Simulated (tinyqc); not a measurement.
How thick the regions must be: band offset from the macroscopic average of a supercell potential.

A model of the planar-averaged electrostatic energy of an electron in a periodic cell of N1 periods of A (L1 = N1 n1 h) and N2 periods of B (L2 = N2 n2 h), on z_j = j h: V(z) = f VA + (1 - f) VB + F t(z), VA = V1[0] + V1[1] cos(2 pi z/(n1 h)) + V1[2] cos(4 pi z/(n1 h)), VB the same with V2, n2 and z - L1. f = [tanh(z/w) - tanh((z - L1)/w) + tanh((z - L1 - L2)/w)]/2 + 1/2; t(z) = z - L1/2 in A and (L1/L2)(L1 + L2/2 - z) beyond, so that the cell is periodic.

Running mean over n points, periodic: for odd n the plain mean of the n points centred on j; for even n the n + 1 points with half weight at both ends. The macroscopic average applies the mean over n1 points and then over n2 points.

Inputs chosen for the exercise (gaps near those of GaAs and AlAs; shifted at random, so the results belong to these values and not to a real crystal):
```
symbol  value                 unit      meaning
h       0.35                  angstrom  grid step
n1      5                               grid points per period of A
n2      5                               grid points per period of B
V1      (-4.35, 2.38, 0.89)   eV        mean and two harmonics of the potential in A
V2      (-10.39, 2.21, 0.64)  eV        the same in B
w       0.38                  angstrom  width of the interfaces
```

N1 = N2 = N, no slope (F = 0); dV is read at j = floor(N n1/2) and N n1 + floor(N n2/2). The exact value is V2[0] - V1[0].

Results:
```
N  L1 (angstrom)  dV (eV)  error (meV)
1           1.75  -2.4880      3552.04
2           3.50  -5.8498       190.15
3           5.25  -6.0369         3.11
4           7.00  -6.0400         0.02
5           8.75  -6.0400         0.00
6          10.50  -6.0400         0.00
```

The error is below 10 meV from N = 3 on. The two windows together span 3.50 angstrom and must fit between the interface tails, which fall as exp(-2 z/w); the errors at N = 2, 3 and 4 are 190.15, 3.11 and 0.02 meV.

Program tinyqc; command `OMP_NUM_THREADS=1 python tinyqc.py 1881221 1881222 out.jsonl`; about 0.01 s on one thread of a shared Intel(R) Xeon(R) Processor @ 2.30GHz.
